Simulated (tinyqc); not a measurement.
From results back to parameters: Slater-Koster d bands of a bcc metal. Four cases, with inputs chosen for the exercise.

Problem. In a bcc d band E(t2g) = +/-((8/3) dds + (16/9) ddp + (32/9) ddd) + f2 (4 ddp + 2 ddd) and E(eg) = +/-((16/3) ddp + (8/3) ddd) + f2 (3 dds + 3 ddd), with + at Gamma and - at H = (1,0,0). ddd is given; the four levels come from hidden dds, ddp and f2.

Find: f2; dds, ddp.

Method. Half differences between Gamma and H give the first-neighbour parts and half sums the second. The eg half difference gives ddp and the t2g one dds. Since 4 ddp + 2 ddd is 3/4 of (16/3) ddp + (8/3) ddd, f2 is 4/3 of the ratio of the t2g half sum to the eg half difference; the eg half sum then serves as a check. Without ddd these four levels would not fix the three integrals.

Case 1.

Values chosen (out of a larger set: of the size met in W; not measured data): ddd = -0.211 eV (dd delta).

levels (eV): t2g Gamma -2.02898, eg Gamma 0.74779, t2g H 4.15058, eg H -5.14555

Solution.

f2 = 0.480

dds, ddp (eV): -1.316  0.658

Case 2.

Values chosen (out of a larger set: of the size met in Nb; not measured data): ddd = -0.23 eV (dd delta).

levels (eV): t2g Gamma -2.53250, eg Gamma 0.10711, t2g H 4.30128, eg H -4.73556

Solution.

f2 = 0.487

dds, ddp (eV): -1.354  0.569

Case 3.

Values chosen (out of a larger set: of the size met in Nb; not measured data): ddd = -0.137 eV (dd delta).

levels (eV): t2g Gamma -1.73456, eg Gamma 0.68783, t2g H 3.80856, eg H -4.84283

Solution.

f2 = 0.500

dds, ddp (eV): -1.248  0.587

Case 4.

Values chosen (out of a larger set: of the size met in Ta; not measured data): ddd = -0.135 eV (dd delta).

levels (eV): t2g Gamma -1.85227, eg Gamma -0.05728, t2g H 4.80907, eg H -6.21728

Solution.

f2 = 0.640

dds, ddp (eV): -1.499  0.645

Computed by tinyqc, one run a case: `OMP_NUM_THREADS=1 python tinyqc.py N N+1 out.jsonl` with N = 1482749, 1482816, 1482820, 1482853; one thread of a shared Intel(R) Xeon(R) Processor @ 2.30GHz, about 0.06 s a run at most.
